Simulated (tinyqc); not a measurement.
# Circuit elements from the admittance matrix

Inverse problem. Y belongs to a common-source circuit with y11 = i w (Cgs + Cgd), y12 = -i w Cgd, y21 = gm - i w Cgd, y22 = gds + i w (Cgd + Cd) and a resistance Rg in series with the gate; w = 2 pi f. Find Rg, Cgs + Cgd, Cgd, gm, gds and Cd.

Inputs (values chosen for the exercise):

| symbol | value | unit | meaning |
|---|---|---|---|
| f | 10 | GHz | signal frequency |

Y with Rg (mS):
```
	1	2
1	0.0615121+5.3950133i	-0.0240675-2.1108759i
2	104.0162284-3.2971078i	14.5822435+6.2445533i
```

Answer. 1/Y11 = Rg + 1/(i w (Cgs + Cgd)) gives Rg; removing it from Z11 returns the inner y, whose parts are read off.

Rg = 2.11 ohm
Cgs + Cgd = 85.9 fF
Cgd = 33.6 fF
gm = 104 mS
gds = 14.6 mS
Cd = 58.4 fF

Numbers from tinyqc (`OMP_NUM_THREADS=1 python tinyqc.py 2150041 2150042 out.jsonl`; about 0.01 s on one thread of a shared Intel Xeon 2.30GHz).
